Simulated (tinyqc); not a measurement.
Smearing for a one-band metal on the simple cubic lattice, step by step. Values are carried at full precision from step to step, so a last printed digit may differ when a step is redone from the rounded ones.

Lattice vectors (units of a): a1 = (1, 0, 0), a2 = (0, 1, 0), a3 = (0, 0, 1). E(k) = -t A_1(k) - t2 A_2(k), A_m the sum of cos(k . R) over the 6 nearest and 12 second lattice vectors. Mesh k = sum (j_i/N) b_i, j_i = 0 .. N-1.

Values chosen for the exercise: t = 1.37 eV (nearest hopping); t2 = -0.41 eV (second hopping); N = 6 (unshifted mesh); ne = 0.86 (electrons per cell); sigma = 0.137 eV (width).

## Levels on the mesh

Evaluate the band and collect equal energies with their counts.

Distinct levels:
```
E_k (eV)  points
-4.3800        3
-4.1100        6
-3.5700        6
-3.4300       12
-3.3000        1
-3.1500       24
-3.0100       12
-2.8800        8
-1.7800       24
-1.2300       24
-0.2700       12
0.9600        24
1.1000         3
2.3300        24
4.1100         6
5.3400         8
7.5300        12
10.1300        6
13.1400        1
```

19 distinct levels; the mean spacing is 0.973 eV.

## Fermi level with Gaussian smearing

With x = (E_k - mu)/sigma: Gaussian f = erfc(x)/2, s = exp(-x^2)/(2 sqrt(pi)). With weights w = points/N^d (d the dimension), mu solves 2 sum w f = ne; E = 2 sum w f E_k, S = 2 sum w s, F = E - sigma S.

Weights w = points/total. Bisection from the lowest and highest level; ten steps are shown.

Bisection:
```
step  low (eV)  high (eV)  mu (eV)  electrons
1      -4.3800    13.1400   4.3800     1.7499
2      -4.3800     4.3800   0.0000     1.2219
3      -4.3800     0.0000  -2.1900     0.6667
4      -2.1900     0.0000  -1.0950     1.0930
5      -2.1900    -1.0950  -1.6425     0.8716
6      -2.1900    -1.6425  -1.9163     0.6844
7      -1.9163    -1.6425  -1.7794     0.7783
8      -1.7794    -1.6425  -1.7109     0.8360
9      -1.7109    -1.6425  -1.6767     0.8571
10     -1.6767    -1.6425  -1.6596     0.8651
```

## Occupations and energies

Converge mu, then list x, f and s of each level and form the sums.

mu = -1.6709 eV

x, f and s of each level:
```
E_k (eV)       x       f       s
-4.3800   -19.77  1.0000  0.0000
-4.1100   -17.80  1.0000  0.0000
-3.5700   -13.86  1.0000  0.0000
-3.4300   -12.84  1.0000  0.0000
-3.3000   -11.89  1.0000  0.0000
-3.1500   -10.80  1.0000  0.0000
-3.0100    -9.77  1.0000  0.0000
-2.8800    -8.83  1.0000  0.0000
-1.7800    -0.80  0.8700  0.1496
-1.2300     3.22  0.0000  0.0000
-0.2700    10.23  0.0000  0.0000
0.9600     19.20  0.0000  0.0000
1.1000     20.23  0.0000  0.0000
2.3300     29.20  0.0000  0.0000
4.1100     42.20  0.0000  0.0000
5.3400     51.17  0.0000  0.0000
7.5300     67.16  0.0000  0.0000
10.1300    86.14  0.0000  0.0000
13.1400   108.11  0.0000  0.0000
```

E = -2.5519 eV
S = 0.0332
F = -2.5565 eV
(E + F)/2 = -2.5542 eV

Levels with f between 0.001 and 0.999: 1. (E + F)/2 removes the term in sigma^2 for this scheme. That argument needs a smooth density of states, and the number of distinct levels within 2 sigma of mu is only 1, so it may fail on this mesh.

## Checks

- The slope dF/d sigma by finite differences against -S: both -0.033244.
- The slope dF/d ne by finite differences against mu (eV): both -1.6709.

Run: tinyqc, `OMP_NUM_THREADS=1 python tinyqc.py 1680543 1680544 out.jsonl`; Intel(R) Xeon(R) Processor @ 2.30GHz, one thread, shared host; about 0.3 s of CPU time with all checks.
